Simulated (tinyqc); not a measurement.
Worked calculation: grain-boundary diffusion: Harrison regimes, Fisher and Le Claire analysis, Hart average. Computed by tinyqc, a small Python program that keeps every step. Command: `OMP_NUM_THREADS=1 python tinyqc.py 3009432 3009433 out.jsonl gbdiff walk`. One thread of a shared host (Intel(R) Xeon(R) Processor @ 2.30GHz), about 0.01 s of CPU time with the checks. Intermediate numbers are printed to about 6 digits and carried at full precision; extremes and crossings named in words are read from the listed rows.

A boundary is a slab of width delta with diffusivity D_b, normal to a surface held at constant concentration; it leaks into grains of diffusivity D.

Inputs (values chosen for the exercise, for a model polycrystal):
```
quantity                          value   unit
melting point T_m                  1660      K
lattice prefactor D0            9.5e-06  m^2/s
lattice activation energy E        2.38     eV
boundary prefactor D0b          2.2e-06  m^2/s
boundary activation energy E_b     1.64     eV
boundary width delta               0.63     nm
segregation factor s                  1      -
grain size d                         90     um
temperature T                      1040      K
time t                              720      s
```

Constants: k_B = 8.617333262e-05 eV/K.

## Diffusivities

D = D0 exp(-E/(k_B T)), D_b = D0b exp(-E_b/(k_B T)). Triple product P = s delta D_b.

D = 2.78218e-17 m^2/s

D_b = 2.48359e-14 m^2/s

triple product P = 1.56466e-23 m^3/s

At T/T_m = 0.63 the boundary is 890 times faster than the lattice.

## Regime

l = sqrt(D t); P = s delta D_b; alpha = s delta/(2 l); beta = P/(2 D l). Regime A if l > 3 d, C if alpha > 1, B if alpha < 0.1, l < d/4 and beta > 10, otherwise a transition.

lattice diffusion length l = 0.141533 um

alpha = 0.00222562

beta = 1.98677

Regime: transition

The run lies between the ideal regimes.

## Effective diffusivity

Hart average for parallel slabs: f = delta/d, D_eff = (s f D_b + (1 - f) D)/(1 - f + s f); share of the boundaries = s f D_b/(s f D_b + (1 - f) D); depth sqrt(D_eff t).

boundary fraction f = 7.00e-06

D_eff = 2.79954e-17 m^2/s

share of the boundaries = 0.00620999

depth sqrt(D_eff t) = 0.141974 um

Caution: outside regime A (which needs sqrt(D t) above about 3 d) the Hart average and its depth are formal: they describe a profile only in regime A or at steady state.

## Penetration along an isolated boundary

Fisher: the mean concentration falls as exp(-y/y_F), y_F = sqrt(P) (pi t/(4 D))^(1/4), with the boundary equation P d2c/dy2 = 2 c sqrt(D/(pi t)). Le Claire (from the Whipple solution): ln c falls as -(y/y_L)^(6/5) with P = 1.322 sqrt(D/t) y_L^2.

Fisher depth y_F = 0.265595 um

Le Claire depth y_L = 0.245376 um

The tail reaches 1.73 lattice lengths l; y_L/l = sqrt(2 beta/1.322). Caution: the Fisher and Le Claire forms need regime B with beta above 10.

## Lattice against boundary over temperature

D_eff = (s f D_b + (1 - f) D)/(1 - f + s f), f = delta/d; share of the boundaries = s f D_b/(s f D_b + (1 - f) D).

Diffusivities (m^2/s):
```
T/T_m  T (K)            D          D_b        D_eff        share      regime
0.3      498  7.79896e-30  5.56625e-23  3.97436e-28  9.80377e-01           C
0.4      664  8.19329e-24  7.84834e-19  1.36871e-23  4.01389e-01           C
0.5      830  3.35978e-20  2.42274e-16  3.52935e-20  4.80518e-02           B
0.6      996  8.60756e-18  1.10661e-14  8.68496e-18  8.91914e-03  transition
0.7     1162  4.52154e-16  1.69622e-13  4.53338e-16  2.61914e-03  transition
0.8     1328  8.82249e-15  1.31401e-12  8.83162e-15  1.04150e-03  transition
0.9     1494  8.89531e-14  6.45857e-12  8.89977e-14  5.07990e-04  transition
1.0     1660  5.64960e-13  2.30869e-11  5.65117e-13  2.85972e-04  transition
```

The apparent activation energy of D_eff is 1.79 eV between the first rows and 2.38 eV between the last, against E_b = 1.64 and E = 2.38 eV. Among these rows boundaries carry most of the flux up to T/T_m = 0.3, the lattice above. Caution: outside regime A, D_eff and the share of the boundaries hold only at steady state.
